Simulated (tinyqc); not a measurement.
# Worked calculation: n-type polysilicon, carrier trapping at grain boundaries

Computed by the program tinyqc: `OMP_NUM_THREADS=1 python tinyqc.py 2830034 2830035 out.jsonl`, one thread of a shared Intel Xeon 2.30GHz, about 0.01 s for the whole run. Printed values are rounded.

One-dimensional grains of size Lg, uniform ionised doping N, monovalent traps Qt at each boundary at a depth Et below (for electrons) or above (for holes) the band edge there, abrupt depletion of width W on each side of a boundary, Boltzmann statistics. xi is the distance from the band edge at the grain centre to the Fermi level. Trapped charge Qt/(1 + exp((xi + VB - Et)/Vt)) = 2 N W, barrier VB = q N W^2/(2 eps0 eps_r).

Values chosen for this exercise; values of the order met in polycrystalline silicon: temperature T = 300 K; relative permittivity eps_r = 11.7; conduction-band density of states at T NB = 2.8e19 cm^-3; grain size Lg = 24 nm; trap density of a grain boundary Qt = 4.1e12 cm^-2; depth of the trap level from the majority band edge at the boundary Et = 0.35 eV; mass for thermionic emission ms = 0.54 m0; correction factor of the emission rate fe = 1; mobility inside the grains mug = 140 cm^2/(V s); doping N = 5.6e18 cm^-3.

Constants: q = 1.602176634e-19 C, kB = 1.380649e-23 J/K, m0 = 9.1093837015e-31 kg, Vt = kB T/q, eps0 = 8.8541878128e-14 F/cm where lengths are in cm. Results are converted to the units shown.

## Starting value

W = 3.7 nm.

W at the start = 3.7 nm

## Iteration 1: new W

Partly depleted grain, xi = Vt ln(NB/N): f = 1/(1 + exp((xi + VB - Et)/Vt)), g = Qt f - 2 N W, g' = -2 Qt f (1 - f) VB/(W Vt) - 2 N, W(new) = W - g/g'.

VB = 0.0592840 V
f = 0.999935
g = -4.42679e10 cm^-2
g' = -1.12033e12 cm^-2/nm
W after iteration 1 = 3.66049 nm

## Iteration 2: new W

As before.

VB = 0.0580245 V
f = 0.999938
g = -3.82765e5 cm^-2
g' = -1.12031e12 cm^-2/nm
W after iteration 2 = 3.66049 nm

## Course of the iteration

Stop when the step is below 1e-10 nm, or after 40 iterations.

Course of the iteration:
```
iteration  W before the step (nm)  step (nm)
1                             3.7    -0.0395
2                         3.66049   -3.42e-7
3                         3.66049    < 1e-14
```

Converged in 3 iterations.

## Depletion width, Fermi level and barrier

If the trap equation with xi = Vt ln(NB/N) has a root W < Lg/2, the grain is partly depleted; otherwise W = Lg/2 and the trap equation gives xi = Et - VB + Vt ln(Qt/(N Lg) - 1). N* = Qt/Lg.

N* = 1.70833e18 cm^-3
W = 3.66049 nm
xi = 0.0416072 V
VB = 0.0580245 V
share of traps filled = 0.999938

N is 3.28 N*, and the grain is partly depleted; VB = 2.24 Vt.

## Resistivity and effective mobility

n0 = NB exp(-xi/Vt); mean density n0 (1 - 2 W/Lg) by charge balance in a partly depleted grain, and n0 (sqrt(pi)/2) erf(u)/u with u = sqrt(VB/Vt) in a fully depleted one; v = sqrt(kB T/(2 pi ms m0)); barrier resistivity Vt exp(VB/Vt)/(q fe n0 v Lg); grain resistivity (1 - 2 W/Lg)/(q n0 mug); effective mobility 1/(q mean density total resistivity).

n0 = 5.6e18 cm^-3
mean density = 3.89177e18 cm^-3
v = 3.66076e6 cm/s
barrier resistivity = 0.0309444 ohm cm
grain resistivity = 5.53265e-3 ohm cm
resistivity = 0.0364771 ohm cm
effective mobility = 43.9665 cm^2/(V s)

The resistivity is 4.58 times that of a single crystal with the same N and mobility mug, and the mean density is 69.5 % of N.
